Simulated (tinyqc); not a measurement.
Debye-Callaway model of lattice thermal conductivity: one step, computed by the program tinyqc.

Three acoustic branches with one velocity v, cut at omega_D = k_B Theta/hbar; x = hbar omega/(k_B T). v and Theta are separate inputs: Theta cuts off the heat-carrying modes, so C need not reach 3 k_B/V. gamma is an effective value that sets the umklapp rate.

Problem. The integrand on a coarse grid. Rates: point defects A omega^4; umklapp B omega^2 T exp(-Theta/(b T)) with B = hbar gamma^2/(M v^2 Theta); normal processes f_N B omega^2 T (T/Theta)^2. Boundaries: v/L. x runs in ten equal steps to min(Theta/T, 12); g = x^4 e^x/(e^x - 1)^2; tau_C is the inverse of all rates summed; the last column is c tau_C g with c = (k_B/(2 pi^2 v)) (k_B T/hbar)^3.

Inputs (values chosen for the exercise, for a model crystal):

| quantity | value | unit |
|---|---|---|
| sound velocity v | 4150 | m/s |
| Debye temperature Theta | 324 | K |
| mean atomic mass M | 131 | u |
| effective Grueneisen parameter gamma | 1.05 | - |
| umklapp exponent divisor b | 2 | - |
| Casimir length L | 480 | micrometre |
| normal-process factor f_N | 4.8 | - |
| temperature T | 150 | K |

Sample: crystal. Point defects: isotopes. Normal processes: included.

Rayleigh coefficient A = 2.338111e-45 s^3

Constants: k_B = 1.380649e-23 J/K; hbar = 1.054571817e-34 J s; u = 1.6605390666e-27 kg.

Give: Integrand.

Solution.

Integrand:

| x | g | tau_C (s) | c tau_C g (W/(m K)) |
|---|---|---|---|
| 0.216 | 0.046 | 2.754e-09 | 163.4 |
| 0.432 | 0.184 | 6.965e-10 | 163.4 |
| 0.648 | 0.406 | 3.073e-10 | 159.1 |
| 0.864 | 0.702 | 1.706e-10 | 152.8 |
| 1.080 | 1.059 | 1.072e-10 | 145.0 |
| 1.296 | 1.463 | 7.286e-11 | 136.1 |
| 1.512 | 1.896 | 5.219e-11 | 126.3 |
| 1.728 | 2.342 | 3.884e-11 | 116.1 |
| 1.944 | 2.784 | 2.974e-11 | 105.7 |
| 2.160 | 3.208 | 2.328e-11 | 95.3 |

Among these rows the integrand is largest at x = 0.43.
